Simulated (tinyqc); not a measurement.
Inside a calculation. Method: Hubbard chain of 2 sites. One step of it, computed by the program tinyqc.

Task: Mean-field iteration 1. H(up) = T + U n(down), H(down) = T + U n(up); fill the lowest levels; n(new) = n + mixing (n(out) - n); E = tr T (rho up + rho down) + U sum n_up n_down of the output.

one-body matrix (hopping and site energies) (eV), order 1, 2:
$$\begin{pmatrix}
0.000000 & -1.990000 \\
-1.990000 & 0.000000
\end{pmatrix}$$

U = 3.300000 eV

electrons, up and down: [1, 1]

mixing = 1

n(up) at the start (a guess, not normalised): 1 0.550000, 2 0.450000

n(down) at the start (a guess): 1 0.450000, 2 0.550000

Give: levels, up; levels, down; energy; n(up) after iteration 1; n(down) after iteration 1.

Result:

levels, up (eV): [-0.347, 3.647]

levels, down (eV): [-0.347, 3.647]

energy = -2.328 eV

n(up) after iteration 1: 1 0.541, 2 0.459

n(down) after iteration 1: 1 0.459, 2 0.541
